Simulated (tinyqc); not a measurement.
Five-frequency model of solute diffusion by vacancies in an fcc metal: one step, computed by the program tinyqc.

A vacancy next to the solute exchanges with it (w2), jumps to one of 4 sites that also neighbour the solute (w1) or to one of 7 that do not (w3); w4 is the reverse of w3 and w0 the host jump.

Question. Diffusivities. c_v = exp(S_f - E_f/(k_B T)); host D0 = a^2 c_v w0 x 0.7815; solute D2 = a^2 c_v exp(E_b/(k_B T)) w2 f2; 1 angstrom^2 = 1e-16 cm^2.

Inputs (values chosen for the exercise, for a model solute in a host close to gold): binding energy E_b (positive for attraction) = 0.22 eV; vacancy formation energy E_f = 0.945 eV; formation entropy S_f = 2.7 k_B; lattice constant a = 4.08 angstrom; temperature T = 623 K.

rates (1/s): w0 6229687, w1 914627.9, w2 731425.5, w3 1660005, w4 9.995544e+07

correlation factor f2 = 0.8051254

Constants: k_B = 8.617333262e-05 eV/K.

Give: vacancy fraction c_v; host diffusivity D0; solute diffusivity D2; ratio D2/D0.

Answer.

vacancy fraction c_v = 3.373e-07

host diffusivity D0 = 2.733e-15 cm^2/s

solute diffusivity D2 = 1.991e-14 cm^2/s

ratio D2/D0 = 7.283

The ratio splits into binding 60.2, exchange rate 0.117 and correlation 1.03.
